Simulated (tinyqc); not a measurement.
Character of the line: straight dislocations in isotropic elasticity: fields, energies, partials, Peierls stress and walls. Computed by tinyqc, a small Python program. Command: `OMP_NUM_THREADS=1 python tinyqc.py 3025682 3025683 out.jsonl disloc walk`. One thread of a shared host (Intel(R) Xeon(R) Processor @ 2.30GHz), about 0.01 s of CPU time with the checks.

The line runs along z, the glide plane is y = 0, and beta is the angle between b and the line (0 screw, 90 degrees edge): b_e = b sin(beta) along +x with the extra half plane at y > 0, b_s = b cos(beta). Stress is positive in tension.

Inputs (values chosen for the exercise, modelled on aluminium):

| quantity | value | unit |
|---|---|---|
| shear modulus G | 26.9 | GPa |
| Poisson ratio nu | 0.363 | - |
| Burgers vector b | 2.863 | angstrom |
| stacking-fault energy gamma | 169 | mJ/m^2 |
| dislocation density rho | 6.1e+14 | 1/m^2 |
| core radius r0/b | 0.5 | - |

Character: 30-degree.

Constants: 1 eV/angstrom^3 = 160.2176634 GPa.

Method:
- Energy factor K = G [cos^2(beta) + sin^2(beta)/(1 - nu)].
- E = K b^2/(4 pi) ln(R/r0) with R = 1/(2 sqrt(rho)); tension T = E + d^2E/d(beta)^2 = G b^2 [1 + nu - 3 nu sin^2(beta)]/(4 pi (1 - nu)) ln(R/r0). The core energy is taken into r0.
- Shockley partials have b_p = b/sqrt(3) at the angles beta -/+ 30 degrees; their repulsion balances the fault at d = G b_p^2/(8 pi gamma) (2 - nu)/(1 - nu) [1 - 2 nu cos(2 beta)/(2 - nu)].
- E = K b^2/(4 pi) ln(R/r0); T = G b^2 [1 + nu - 3 nu sin^2(beta)]/(4 pi (1 - nu)) ln(R/r0).

ln(R/r0) = 4.95174

From screw to edge:

| beta (degrees) | K (GPa) | E (eV/nm) | T (eV/nm) | d (nm) |
|---|---|---|---|---|
| 0 | 26.900 | 5.4229 | 11.604 | 0.24747 |
| 15 | 27.927 | 5.6299 | 10.982 | 0.27389 |
| 30 | 30.732 | 6.1955 | 9.286 | 0.34608 |
| 45 | 34.565 | 6.9681 | 6.968 | 0.44469 |
| 60 | 38.397 | 7.7406 | 4.650 | 0.54330 |
| 75 | 41.202 | 8.3062 | 2.954 | 0.61548 |
| 90 | 42.229 | 8.5132 | 2.333 | 0.64191 |

What does the comparison show, and why?

The edge costs 1/(1 - nu) = 1.570 times the screw in energy, yet its tension is only (1 - 2 nu)/(1 + nu) = 0.201 of the screw value, so loops under stress are elongated along b. The edge splits 2.59 times as widely, (2 + nu)/(2 - 3 nu), since there the larger, edge parts of the partials repel with the factor 1/(1 - nu) and the small screw parts attract, while in the screw the roles are exchanged.
